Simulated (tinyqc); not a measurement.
# Thermionic-field emission through a Schottky barrier, WKB: effect of temperature

Metal on an n-type semiconductor with one parabolic valley; V > 0 is forward bias (metal positive). Energies E are counted from the conduction edge of the neutral semiconductor, whose Fermi level lies at -xi; that of the metal lies at -xi - V. The barrier is a parabola of height Vd = phi - xi - V (depletion approximation, no image force).

Nc = 2 (2 pi me m0 kB T/h^2)^1.5 (times 1e-6 for cm^-3); Nd = Nc F12(-xi/Vt), F12(x) = (2/sqrt(pi)) int_0^infinity sqrt(u)/(1 + exp(u - x)) du; E00 = (hbar/2) sqrt(Nd/(me m0 eps0 eps_r)) in SI units (volts). For E < Vd, ln T(E) = -(Vd/E00) [sqrt(1 - y) - y ln((1 + sqrt(1 - y))/sqrt(y))], y = E/Vd; T(E) = 1 above. J = A* T (q/kB) int_0^infinity T(E) N(E) dE, N = ln[(1 + exp((-xi - E)/Vt))/(1 + exp((-xi - V - E)/Vt))], A* = 4 pi q me m0 kB^2/h^3 (times 1e-4 for A/(cm^2 K^2)). The integral is converged to the digits shown; the share over the barrier is that of E > Vd, and 0 means below 1e-6 %. phi is held fixed. By a common rule of thumb, E00/Vt below 0.5 marks thermionic emission, 0.5 to 5 thermionic-field emission and above 5 field emission.

Values chosen for this exercise; band and dielectric values close to those of gallium arsenide:
```
symbol,value,unit,meaning
me,0.0666,m0,electron mass
eps_r,12.7,,relative permittivity
phi,0.43,eV,barrier height seen from the metal
Nd,8.9e18,cm^-3,donor density
V,0.18,V,bias
```

Constants: q = 1.602176634e-19 C, kB = 1.380649e-23 J/K, eps0 = 8.8541878128e-12 F/m, hbar = 1.054571817e-34 J s, h = 6.62607015e-34 J s, m0 = 9.1093837015e-31 kg, Vt = kB T/q. Results are converted to the units shown.

Effect of temperature:
```
T (K),E00/Vt,J (A/cm^2),share over the barrier (%),mean E/Vd
60,11.65,3.085e5,0,0.3137
100,6.989,3.169e5,0,0.3187
150,4.659,3.337e5,0,0.3285
200,3.494,3.583e5,4.48e-5,0.3422
250,2.796,3.912e5,1.17e-3,0.3595
300,2.330,4.337e5,0.0105,0.3803
400,1.747,5.515e5,0.164,0.4299
500,1.398,7.198e5,0.826,0.4856
```

J rises from 3.08e5 to 7.20e5 A/cm^2, and the mean E/Vd rises from 0.314 to 0.486, as E00/Vt falls from 11.6 (field emission) to 1.40 (thermionic-field emission). Between the first two rows J changes by a factor of 1.03, between the last two by 1.31.

Range of the model: The depletion approximation, a parabolic band and the neglect of image-force lowering make these currents estimates at high doping.

tinyqc, about 0.02 s, one thread, Intel Xeon 2.30GHz (shared host): `OMP_NUM_THREADS=1 python tinyqc.py 2640026 2640027 out.jsonl`
